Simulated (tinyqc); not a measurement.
Kinetics of strain relaxation and threading dislocations in mismatched semiconductor layers: one step, computed by the program tinyqc. Command: `OMP_NUM_THREADS=1 python tinyqc.py 3023569 3023570 out.jsonl threading walk`. One thread of a shared host (Intel(R) Xeon(R) Processor @ 2.30GHz), about 0.01 s of CPU time with the checks.

60-degree dislocations on {111} planes of a (001) layer, isotropic elasticity. The Schmid factor is 1/sqrt(6), and a misfit segment relieves strain with b/2.

Question. Excess stress and glide velocity at the start. Excess resolved stress tau = (1/sqrt 6) [2 G (1 + nu)/(1 - nu)] (e - e_eq), e_eq = b (1 - nu/4) [ln(h/b) + 1]/(4 pi (1 + nu) h), the Matthews-Blakeslee strain of an uncapped layer; glide velocity v = v0 tau exp(-Q/(k_B T)), tau in MPa.

Inputs (values chosen for the exercise, modelled on Si(0.8)Ge(0.2) on Si):

| quantity | value | unit |
|---|---|---|
| misfit f | 0.0082 | - |
| shear modulus G | 63.4 | GPa |
| Poisson ratio nu | 0.27 | - |
| Burgers vector b | 3.88 | angstrom |
| glide activation energy Q | 2.09 | eV |
| velocity prefactor v0 | 24000 | m/s per MPa |
| layer thickness h | 44 | nm |
| anneal temperature T | 793 | K |

Constants: k_B = 8.617333262e-05 eV/K.

Give: equilibrium strain e_eq; excess stress tau; mobility v/tau; initial velocity.

Answer.

equilibrium strain e_eq = 0.002953

excess stress tau = 472.6 MPa

mobility v/tau = 1.252e-09 m/s per MPa

initial velocity = 0.5916 micrometre/s
